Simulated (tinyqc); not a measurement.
First phase against the interface composition: thermodynamics of metal silicides: hull, first phase, silicon consumed, nucleation and stability against SiO2. Computed by tinyqc, a small Python program. Command: `OMP_NUM_THREADS=1 python tinyqc.py 3016516 3016517 out.jsonl silphase walk`. One thread of a shared host (Intel(R) Xeon(R) Processor @ 2.30GHz), about 0.01 s of CPU time with the checks.

Entropies of formation of the solids are neglected, so heats stand for free energies. Si fractions: M2Si 0.3333, MSi 0.5000, MSi2 0.6667.

Inputs (values chosen for the exercise, of the order of those of cobalt silicides for heats and volumes only): heat of formation of M2Si = -37.5 kJ/mol atoms; heat of formation of MSi = -46.8 kJ/mol atoms; heat of formation of MSi2 = -31.9 kJ/mol atoms.

Phases: M2Si, MSi, MSi2.

Method. Effective heat of formation: at the interface the mixture has the Si fraction x_e; the limiting element scales the heat, H_eff = H x_e/x if x_e < x, H (1 - x_e)/(1 - x) otherwise. The rule names the most negative as the first phase; its restriction to congruently melting phases is left out here.

H_eff (kJ/mol atoms):

| x_e | M2Si | MSi | MSi2 | first phase |
|---|---|---|---|---|
| 0.10 | -11.2500 | -9.360 | -4.785 | M2Si |
| 0.20 | -22.5000 | -18.720 | -9.570 | M2Si |
| 0.30 | -33.7500 | -28.080 | -14.355 | M2Si |
| 0.36 | -36.0000 | -33.696 | -17.226 | M2Si |
| 0.42 | -32.6250 | -39.312 | -20.097 | MSi |
| 0.48 | -29.2500 | -44.928 | -22.968 | MSi |
| 0.54 | -25.8750 | -43.056 | -25.839 | MSi |
| 0.60 | -22.5000 | -37.440 | -28.710 | MSi |
| 0.66 | -19.1250 | -31.824 | -31.581 | MSi |
| 0.75 | -14.0625 | -23.400 | -23.925 | MSi2 |

What follows from these numbers?

Each phase is a triangle with its apex at its own composition. In order of x_e the first phase is M2Si, then MSi, then MSi2. On either side of all three the ranking is that of H/x (Si-poor) or H/(1 - x) (Si-rich).
